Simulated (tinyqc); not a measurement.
Input admittance of a MOSFET at zero drain bias: distributed channel and distributed gate: effect of the channel length.

Source and drain grounded, strong inversion, w = 2 pi f, Cox = eps0 eox/tox. The channel is an RC line of resistance 1/(mu Cox Vo) per square fed from both ends, so one finger has the intrinsic admittance y = i w Cox L tanh(g)/g per width, g = (1/2) sqrt(i w tau), tau = L^2/(mu Vo). The vertical resistance rv/L is in series with y, the overlaps 2 i w Cov in parallel: y_t = 1/(1/y + rv/L) + 2 i w Cov. The gate strip is a line of Rsh/L per length loaded by y_t, so a finger has Y = y_t Wf tanh(k)/k, k = (Wf/sd) sqrt(y_t Rsh/L); the device has Nf Y.

Low-frequency limits, with c = Cox L and ct = c + 2 Cov: R_strip = Rsh Wf/(3 sd^2 L Nf), R_ch = (c/ct)^2 L/(12 mu Cox Vo Wf Nf), R_vert = (c/ct)^2 rv/(L Wf Nf), C = ct Wf Nf. Z = 1/(Nf Y) = R + 1/(i w C), Q = |Im Z|/R, far-point signal |1/cosh k|.

Parameters, values chosen for the exercise; values of the order met in silicon radio-frequency transistors:

| symbol | value | unit | meaning |
|---|---|---|---|
| eox | 3.9 |  | relative permittivity of the gate insulator (close to silicon dioxide) |
| tox | 3 | nm | insulator thickness |
| Wf | 1.5 | um | finger width |
| Nf | 4 |  | number of fingers |
| mu | 190 | cm^2/(V s) | channel mobility |
| Vo | 0.64 | V | gate overdrive |
| Rsh | 6.1 | ohm/square | sheet resistance of the gate |
| rv | 1.1 | ohm um^2 | vertical resistivity of the gate stack |
| sd | 1 |  | number of ends at which a finger is contacted |
| Cov | 0.18 | fF/um | overlap and fringe capacitance on each side |
| f | 36 | GHz | frequency |

Constants: eps0 = 8.8541878128e-14 F/cm where lengths are in cm. Results are converted to the units shown.

Effect of the channel length:

| L (um) | w tau | \|k\| | R (ohm) | low-frequency R (ohm) | C (fF) | Q | signal at the far point |
|---|---|---|---|---|---|---|---|
| 0.03 | 0.016741 | 0.27016 | 27.594 | 27.595 | 4.2314 | 37.864 | 0.99948 |
| 0.058 | 0.062576 | 0.23453 | 16.909 | 16.910 | 6.1651 | 42.408 | 0.99960 |
| 0.11 | 0.22508 | 0.21420 | 14.559 | 14.560 | 9.7551 | 31.129 | 0.99944 |
| 0.22 | 0.90031 | 0.20163 | 20.826 | 20.839 | 17.325 | 12.253 | 0.99849 |
| 0.42 | 3.2813 | 0.19120 | 38.051 | 38.293 | 30.594 | 3.7976 | 0.99547 |
| 0.8 | 11.905 | 0.15728 | 69.859 | 74.688 | 47.636 | 1.3285 | 0.99264 |
| 1.6 | 47.620 | 0.10403 | 90.969 | 153.32 | 45.934 | 1.0580 | 0.99630 |
| 3 | 167.41 | 0.076107 | 89.031 | 291.89 | 45.484 | 1.0917 | 0.99805 |

As L goes from 0.03 to 3, R moves up and down between 14.6 and 91.0 ohm, C goes from 4.23 through a maximum of 47.6 (at L = 0.8 among the rows listed) to 45.5 fF and Q moves up and down between 1.06 and 42.4.

Program tinyqc, `OMP_NUM_THREADS=1 python tinyqc.py 2262151 2262152 out.jsonl`; Intel Xeon 2.30GHz, shared host, one thread, about 0.01 s.
